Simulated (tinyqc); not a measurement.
Straight dislocations in isotropic elasticity: fields, energies, partials, Peierls stress and walls. Inputs raised by 2 %, one at a time. Computed by tinyqc, a small Python program. Command: `OMP_NUM_THREADS=1 python tinyqc.py 3009224 3009225 out.jsonl disloc sens`. One thread of a shared host (Intel(R) Xeon(R) Processor @ 2.30GHz), about 0.01 s of CPU time with the checks.

The line runs along z, the glide plane is y = 0, and beta is the angle between b and the line (0 screw, 90 degrees edge): b_e = b sin(beta) along +x with the extra half plane at y > 0, b_s = b cos(beta). Stress is positive in tension.

Inputs (values chosen for the exercise, modelled on silicon):
```
quantity                       value      unit
shear modulus G                 68.2       GPa
Poisson ratio nu               0.217         -
Burgers vector b                3.84  angstrom
stacking-fault energy gamma     59.8    mJ/m^2
dislocation density rho      2.3e+10     1/m^2
core radius r0/b                   1         -
source length l                   78        nm
```

Character: edge.

Constants: 1 eV/angstrom^3 = 160.2176634 GPa.

Method:
- Energy factor K = G [cos^2(beta) + sin^2(beta)/(1 - nu)].
- E = K b^2/(4 pi) ln(R/r0) with R = 1/(2 sqrt(rho)); tension T = E + d^2E/d(beta)^2 = G b^2 [1 + nu - 3 nu sin^2(beta)]/(4 pi (1 - nu)) ln(R/r0). The core energy is taken into r0.
- Shockley partials have b_p = b/sqrt(3) at the angles beta -/+ 30 degrees; their repulsion balances the fault at d = G b_p^2/(8 pi gamma) (2 - nu)/(1 - nu) [1 - 2 nu cos(2 beta)/(2 - nu)].
- Frank-Read source, averaged over the loop: tau = G b/(2 pi l) [(1 - nu/2)/(1 - nu)] ln(l/r0). Taylor hardening: tau = 0.3 G b sqrt(rho).

Runs:
```
input moved                              from         to  line energy E (eV/nm)  splitting width d (nm)  Frank-Read stress (MPa)  Taylor stress (MPa)
base run                                    -          -                  57.78                   6.315                    323.3                1.192
shear modulus G (GPa)                    68.2     69.564                  58.94                   6.442                    329.8                1.215
Poisson ratio nu                        0.217    0.22134                  58.10                   6.363                    324.3                1.192
Burgers vector b (angstrom)              3.84     3.9168                  59.98                   6.570                    328.5                1.215
stacking-fault energy gamma (mJ/m^2)     59.8     60.996                  57.78                   6.191                    323.3                1.192
dislocation density rho (1/m^2)       2.3e+10  2.346e+10                  57.72                   6.315                    323.3                1.203
source length l (nm)                       78      79.56                  57.78                   6.315                    318.1                1.192
core radius r0/b                            1       1.02                  57.66                   6.315                    322.1                1.192
```

Exponents ln(y'/y) / ln(x'/x):
```
input                        line energy E  splitting width d  Frank-Read stress  Taylor stress
shear modulus G                      1.000              1.000              1.000            1.0
Poisson ratio nu                     0.281              0.379              0.158            0.0
Burgers vector b                     1.889              2.000              0.811            1.0
stacking-fault energy gamma          0.000             -1.000              0.000            0.0
dislocation density rho             -0.055              0.000              0.000            0.5
source length l                      0.000              0.000             -0.812            0.0
core radius r0/b                    -0.111              0.000             -0.189            0.0
```

Which inputs matter most for each result?

Among the inputs moved here: line energy E answers most in size to Burgers vector b (exponent +1.889), next to shear modulus G (+1.000); its exponent is below 0.0005 for stacking-fault energy gamma, source length l. Its exponent +1.000 in shear modulus G: linear elasticity. Splitting width d answers most in size to Burgers vector b (exponent +2.000), next to shear modulus G (+1.000); its exponent is below 0.0005 for dislocation density rho, source length l, core radius r0/b. Its exponent +2.000 in Burgers vector b: the force between partials goes as b^2. Its exponent -1.000 in stacking-fault energy gamma: repulsion falls as 1/d. Frank-Read stress answers most in size to shear modulus G (exponent +1.000), next to source length l (-0.812); its exponent is below 0.0005 for stacking-fault energy gamma, dislocation density rho. Taylor stress answers most in size to shear modulus G (exponent +1.000), and about equally to Burgers vector b (+1.000); its exponent is below 0.0005 for Poisson ratio nu, stacking-fault energy gamma, source length l, core radius r0/b. Its exponent +0.500 in dislocation density rho: the forest spacing is rho^(-1/2).

Caution (all rows): in covalent crystals the flow stress is largely set by thermally activated glide over the Peierls barrier, which the source and Taylor stresses leave out.
